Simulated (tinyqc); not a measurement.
What moves the results: Lorentz oscillators and the Kramers-Kronig relations. A value that a table varies takes the place of the one given here.

eps(E) = 1 + sum_j S_j/(E0_j^2 - E^2 - i G_j E).

Kramers-Kronig: eps1(E) = 1 + (2/pi) P integral_0^infinity E1 eps2(E1)/(E1^2 - E^2) dE1. Maclaurin rule on the grid E_j = j h, j = 1 .. M: eps1(E_i) = 1 + (4 h/pi) sum over j with j - i odd of E_j eps2(E_j)/(E_j^2 - E_i^2); nothing is added above E_M.

n + i k = sqrt(eps1 + i eps2) with k >= 0; R = ((n - 1)^2 + k^2)/((n + 1)^2 + k^2) at normal incidence from vacuum; alpha = 2 E k/(hbar c), times 1e8 for 1/cm; loss function Im(-1/eps) = eps2/(eps1^2 + eps2^2).

Constants: hbar c = 1973.269805 eV angstrom.

Values chosen for the exercise: E0 = (4.36, 5.35) eV (resonances); G = (0.55, 0.92) eV (widths); S = (127.4, 62.1) eV^2 (strengths); h = 0.4 eV (grid step); M = 30 (grid points E_j = j h); E_t = 1.4 eV (energy below the first line); E = 7.79 eV (photon energy).

## Numerical transform against the formula

Every third grid point is listed; the error is the transform minus the formula.

Dielectric function:

| E (eV) | eps2 | eps1 formula | eps1 transform | error |
|---|---|---|---|---|
| 0.80 | 0.224 | 10.149 | 11.775 | 1.626 |
| 2.00 | 0.806 | 11.951 | 10.250 | -1.700 |
| 3.20 | 3.330 | 18.259 | 21.315 | 3.056 |
| 4.40 | 54.024 | -0.837 | 3.957 | 4.794 |
| 5.60 | 11.822 | -13.706 | -15.965 | -2.259 |
| 6.80 | 1.742 | -6.722 | -5.756 | 0.966 |
| 8.00 | 0.624 | -3.487 | -4.236 | -0.748 |
| 9.20 | 0.313 | -2.014 | -1.626 | 0.387 |
| 10.40 | 0.184 | -1.193 | -1.597 | -0.404 |
| 11.60 | 0.119 | -0.680 | -0.493 | 0.186 |

What can be read from the table?

The largest error listed is +4.794 at 4.40 eV. The rule samples every 2h = 0.8 eV and the narrowest line is 0.55 eV wide, so it is not resolved. The grid ends at 12 eV, where eps2 is still 0.105; the error at the last point listed, nearest the missing tail, is +0.186.

## How far the spectrum must be known

The integrals are done by adaptive quadrature and cut at E_cut. f-sum share: (2/pi) integral of E eps2 over sum S. Static share: (2/pi) integral of eps2/E over eps(0) - 1.

Cut integrals:

| E_cut (eV) | eps1(E_t) | f-sum share | static share |
|---|---|---|---|
| 4.3 | 5.184 | 0.263 | 0.421 |
| 5.9 | 10.244 | 0.832 | 0.942 |
| 8.0 | 10.688 | 0.927 | 0.990 |
| 10.7 | 10.752 | 0.953 | 0.997 |
| 16.0 | 10.773 | 0.972 | 0.999 |
| 26.8 | 10.779 | 0.984 | 1.000 |

eps1(E_t) from the formula = 10.781

What does this show, and why?

Cut at 5.9 eV, just above the last line, eps1(E_t) lacks 0.537; cut at 26.8 eV it lacks 0.001. At 8 eV the static sum has reached 0.990 and the f-sum only 0.927: the f-sum weights eps2 by E and the static sum by 1/E, so the f-sum needs the far tail.

## Optical constants across the spectrum

Spectrum:

| E (eV) | eps1 | eps2 | n | k | R | loss |
|---|---|---|---|---|---|---|
| 0.80 | 10.149 | 0.224 | 3.186 | 0.035 | 0.273 | 0.002 |
| 1.90 | 11.706 | 0.731 | 3.423 | 0.107 | 0.301 | 0.005 |
| 2.99 | 16.418 | 2.445 | 4.063 | 0.301 | 0.368 | 0.009 |
| 4.09 | 34.061 | 29.419 | 6.288 | 2.339 | 0.571 | 0.015 |
| 5.18 | -9.089 | 16.656 | 2.223 | 3.746 | 0.636 | 0.046 |
| 6.27 | -9.598 | 3.464 | 0.550 | 3.147 | 0.821 | 0.033 |
| 7.37 | -4.821 | 1.005 | 0.228 | 2.207 | 0.857 | 0.041 |
| 8.46 | -2.805 | 0.467 | 0.139 | 1.681 | 0.865 | 0.058 |
| 9.56 | -1.721 | 0.263 | 0.100 | 1.316 | 0.864 | 0.087 |
| 10.65 | -1.067 | 0.167 | 0.081 | 1.036 | 0.856 | 0.143 |
| 11.75 | -0.629 | 0.113 | 0.071 | 0.796 | 0.840 | 0.278 |
| 12.84 | -0.324 | 0.081 | 0.071 | 0.573 | 0.808 | 0.730 |

How do the results move?

Among the energies listed the largest values are at (eV): eps2 4.09; n 4.09; k 5.18; R 8.46; loss 12.84 (last row, still rising). eps1 crosses zero at 4.40 and 14.53 eV; the last crossing is upward and marks the plasmon, against sqrt(sum S) = 13.77 eV for free electrons.

## What each oscillator parameter does

At the energy E. Each row changes one parameter from the base and keeps the others.

Results:

| case | eps1 | eps2 | n | k | R |
|---|---|---|---|---|---|
| base | -3.870 | 0.723 | 0.183 | 1.976 | 0.862 |
| E0 = (4.578, 5.35) eV | -4.015 | 0.754 | 0.187 | 2.012 | 0.863 |
| G = (0.825, 0.92) eV | -3.831 | 0.873 | 0.222 | 1.970 | 0.835 |
| S = (152.88, 62.1) eV^2 | -4.475 | 0.786 | 0.185 | 2.123 | 0.875 |
| E = 8.18 eV | -3.198 | 0.555 | 0.154 | 1.795 | 0.864 |

How do the results move?

The largest shifts from the base row, up to three for each result and ties (the steps differ in size, so this ranks the rows, not the parameters). eps1: E +0.672, S -0.605, E0 -0.145. eps2: E -0.169, G +0.149, S +0.062. n: G +0.038, E -0.029, E0 +0.004. k: E -0.181, S +0.148, E0 +0.037. R: G -0.027, S +0.013, E +0.002.

Computed by tinyqc, a small Python program: `OMP_NUM_THREADS=1 python tinyqc.py 1680957 1680958 out.jsonl` (the numbers bound the seed that draws the inputs); one thread of a shared host (Intel(R) Xeon(R) Processor @ 2.30GHz), about 0.1 s for the whole set of steps.
